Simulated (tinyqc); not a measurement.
Atomic layer deposition: Langmuir saturation, growth per cycle and coating of deep features: one step, computed by the program tinyqc.

Precursor A sticks only on free sites, so a long enough pulse saturates; co-reactant B then frees the sites again.

Problem. Exposure for a deep feature. Diffusion-limited filling (Gordon) of a round hole of diameter w: a saturation front at depth z needs dz/dt = D_K n/(z (4q/w)), with Knudsen D_K = w c/3 and F = n c/4; including the entrance and floor terms, t = (q/F)(1 + 19a/4 + 3a^2/2). Reaction-limited filling needs ln(100)/k_a at any depth, k_a = beta F/q. Flow is molecular. The front picture holds when the modulus a sqrt(beta) is well above 1. Depth reached by the given pulse: solve the same formula for a. Exposure = p x diffusion-limited time; 1 langmuir = 1.33322e-4 Pa s.

Inputs (values chosen for the exercise, modelled on zinc oxide from diethylzinc and water):

| quantity | value | unit |
|---|---|---|
| site density q | 7.1 | 1/nm^2 |
| sticking probability beta on free sites | 0.0012 | - |
| precursor pressure p | 2.6 | Pa |
| temperature T | 200 | C |
| pulse time t | 0.79 | s |
| aspect ratio a | 44 | - |

Feature: round hole.

flux F = 28281.79 1/(nm^2 s)

Give: diffusion-limited time; exposure; modulus; aspect ratio reached by the front in time t.

Solution.

diffusion-limited time = 0.78175 s

exposure = 15245 langmuir

modulus = 1.5242

aspect ratio reached by the front in time t = 44.240

Caution: the modulus is not well above 1 or the Gordon time is under three times ln(100)/k_a, so there is no sharp front: the Gordon time is only a lower bound and the reaction time must be met as well. Caution: the pulse is shorter than ln(100)/k_a, so even the open surface is not saturated and the depth reached has no meaning. Caution: the depth reached is formal here: it is under 2/sqrt(beta), so no sharp front has formed.
